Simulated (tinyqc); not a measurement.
MOSFET in the linear regime without short-channel effects, parameter extraction from computed curves: extraction methods against the second mobility attenuation factor.

Inversion charge Q = Cox n Vt W0(exp((Vg - VT)/(n Vt))), W0 the Lambert function and n = nf; u = Q/Cox; mobility mu = mu0/(1 + th1 u + th2 u^2); channel resistance Rch = (L - dL)/(W mu Q); Id = Vd/(Rch + Rsd/W). Cox = eps0 eox/tox. Small Vd, no channel-length or drain effects.

From the continuous curve Id(Vg): tangent at peak gm (V_ext = Vg - Id/gm); constant current Id = 0.1 uA W/L; peak of d2Id/dVg2; Y = Id/sqrt(gm) drawn through Vg = VT + 0.6 and VT + 0.8 V, with intercept VT_Y and slope s. Mobilities gm,max L/(W Cox Vd) and s^2 L/(W Cox Vd) with the drawn L. Last column: share of Rsd/W in the total resistance at VT + 0.8 V.

Values chosen for this exercise; channel values of the order met in silicon transistors: temperature T = 300 K; relative permittivity of the gate insulator (close to silicon dioxide) eox = 3.9; insulator thickness tox = 3.9 nm; low-field mobility mu0 = 110 cm^2/(V s); first mobility attenuation factor th1 = 0.15 1/V; threshold voltage VT = 0.38 V; body factor nf = 1.08; gate width W = 0.5 um; drawn gate length L = 0.32 um; drawn less effective length dL = 0.017 um; source plus drain resistance Rsd = 270 ohm um; drain voltage Vd = 0.01 V.

Constants: q = 1.602176634e-19 C, kB = 1.380649e-23 J/K, Vt = kB T/q, eps0 = 8.8541878128e-14 F/cm where lengths are in cm. Results are converted to the units shown.

Extraction methods against the second mobility attenuation factor:
```
th2 (1/V^2)	V_ext (V)	constant current (V)	second derivative (V)	VT_Y (V)	mobility from gm (cm^2/(V s))	mobility from Y (cm^2/(V s))	series share (%)
0	0.397	0.515	0.373	0.424	93.2	106	5.27
0.06	0.395	0.515	0.373	0.438	92.4	114	5.14
0.12	0.394	0.515	0.373	0.453	91.6	123	5.01
0.18	0.393	0.515	0.373	0.468	91.0	132	4.89
0.24	0.392	0.515	0.373	0.483	90.5	142	4.78
0.3	0.391	0.515	0.373	0.498	89.9	154	4.67
0.36	0.390	0.515	0.373	0.513	89.5	167	4.56
```

Read the table: what changes, and by how much?

The model has VT = 0.38 V and mu0 = 110 cm^2/(V s). Over the table the extracted thresholds move by 6.6 mV (tangent), under 0.5 mV (constant current), under 0.5 mV (second derivative), 89 mV (Y function). The mobility from gm falls from 93.2 to 89.5 and that from Y rises from 106 to 167 cm^2/(V s).

Computed by the program tinyqc: `OMP_NUM_THREADS=1 python tinyqc.py 2210172 2210173 out.jsonl`, one thread of a shared Intel Xeon 2.30GHz, about 0.02 s for the whole run.
